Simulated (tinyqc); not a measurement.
Absorption coefficient and reflectance from two thicknesses.

Problem. With transparent contact layers the responsivity is (1 - Rf)(1 - exp(-al wi)) q lam/(h c). The second absorber is twice as thick as the first. Find al and Rf.

Values chosen for this exercise: wavelength lam = 1310 nm.

Constants: q = 1.602176634e-19 C, h = 6.62607015e-34 J s, c = 299792458 m/s. Results are converted to the units shown.

responsivity for wi = 0.35 and 0.7 um (A/W): [0.31952865, 0.53168997]

Solution. The ratio of the responsivities is 1 + exp(-al w1), which gives al; either value then gives 1 - Rf.

al = 1.17e4 1/cm
Rf = 0.100

Computed by the program tinyqc: `OMP_NUM_THREADS=1 python tinyqc.py 2250009 2250010 out.jsonl`, one thread of a shared Intel Xeon 2.30GHz, about 0.01 s for the whole run.
